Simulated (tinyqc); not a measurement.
Worked calculation: Hubbard chain of 4 sites. Computed by tinyqc, a small Python program that keeps every step. Settings: hopping = 0.92, U = 8.2, mixing = 1, iteration cap = 51. Command: `OMP_NUM_THREADS=1 python tinyqc.py 27005 27006 out.jsonl` (the two numbers bound the seeds that draw the settings). One thread of a shared host (Intel(R) Xeon(R) Processor @ 2.60GHz), about 0.2 s of CPU time with the checks. Later iterations appear only in the table of the cycle.

## Mean-field iteration 1

one-body matrix (hopping and site energies) (eV):
```
           1          2          3          4
1   0.000000  -0.920000   0.000000   0.000000
2  -0.920000   0.120000  -0.920000   0.000000
3   0.000000  -0.920000  -0.350000  -0.920000
4   0.000000   0.000000  -0.920000   0.000000
```

U = 8.200000 eV

electrons, up and down: 2  2

mixing = 1

n(up) at the start (a guess, not normalised): 1 0.550000, 2 0.450000, 3 0.550000, 4 0.450000

n(down) at the start (a guess): 1 0.450000, 2 0.550000, 3 0.450000, 4 0.550000

H(up) = T + U n(down), H(down) = T + U n(up); fill the lowest levels; n(new) = n + mixing (n(out) - n); E = tr T (rho up + rho down) + U sum n_up n_down of the output.

levels, up (eV): 2.400634  3.343941  4.801999  5.623426

levels, down (eV): 2.498809  3.410810  4.717323  5.543058

energy = 2.719183 eV

n(up) after iteration 1: 1 0.765942, 2 0.294404, 3 0.735263, 4 0.204392

n(down) after iteration 1: 1 0.270504, 2 0.645447, 3 0.391095, 4 0.692954

## Mean-field iteration 2

As before.

levels, up (eV): 1.870519  2.462237  5.669806  6.167439

levels, down (eV): 1.423486  2.166759  6.004283  6.575472

energy = -0.183424 eV

n(up) after iteration 2: 1 0.943808, 2 0.119590, 3 0.869197, 4 0.067405

n(down) after iteration 2: 1 0.044316, 2 0.904019, 3 0.091423, 4 0.960242

## Convergence

Each step fills the lowest levels of T + U n(other spin) and sets n(new) = n + mixing (n(out) - n); stop when output and input agree to 1e-8.

Course of the cycle:

| iteration | E (eV) | largest \|n(out) - n(in)\| | mean \|n_up - n_down\| |
|---|---|---|---|
| 1 | 2.71918305 | 2.46e-01 | 0.419803 |
| 2 | -0.18342375 | 3.00e-01 | 0.838633 |
| 3 | -0.82849282 | 1.02e-01 | 0.949267 |
| 4 | -0.84488811 | 1.30e-02 | 0.961205 |
| 5 | -0.84502465 | 9.29e-04 | 0.962168 |
| 6 | -0.84502558 | 8.64e-05 | 0.962250 |
| 7 | -0.84502559 | 6.07e-06 | 0.962257 |
| 8 | -0.84502559 | 5.68e-07 | 0.962257 |
| 9 | -0.84502559 | 4.05e-08 | 0.962257 |
| 10 | -0.84502559 | 3.76e-09 | 0.962257 |

local moments n_up - n_down: 1 0.974817, 2 -0.949800, 3 0.949697, 4 -0.974715

Converged in 10 iterations. Before convergence this energy mixes input and output and is not variational, so it may rise towards its limit.

## Exact diagonalisation (36 states)

Lowest levels of the sector, and the double occupancy of the lowest state.

lowest levels (eV): -1.163407  -0.904191  -0.628672  -0.489043  -0.349579  -0.230000

double occupancy per site = 0.026005

The mean-field solution above lies 0.3184 eV above the exact energy.

## The lowest level by Lanczos steps

From a random start vector (not printed): a_j = <q_j|H|q_j>, b_j = norm of the remainder after orthogonalising; the Ritz value is the lowest eigenvalue of the tridiagonal matrix of a and b so far.

Lanczos:

| j | a_j (eV) | b_j (eV) | lowest Ritz value (eV) |
|---|---|---|---|
| 1 | 6.239709 | 6.200004 | 6.23970901 |
| 2 | 7.328980 | 5.743588 | 0.56046491 |
| 3 | 9.961977 | 2.416871 | -0.99502962 |
| 4 | 8.372695 | 3.782306 | -1.08357253 |
| 5 | 8.468317 | 7.081346 | -1.10090431 |
| 6 | 7.719829 | 2.865902 | -1.14130998 |
| 7 | 8.567666 | 2.688230 | -1.15888703 |
| 8 | 13.927971 | 4.396011 | -1.16019503 |
| 9 | 5.453798 | 4.939382 | -1.16053834 |
| 10 | 4.390084 | 1.871914 | -1.16231771 |
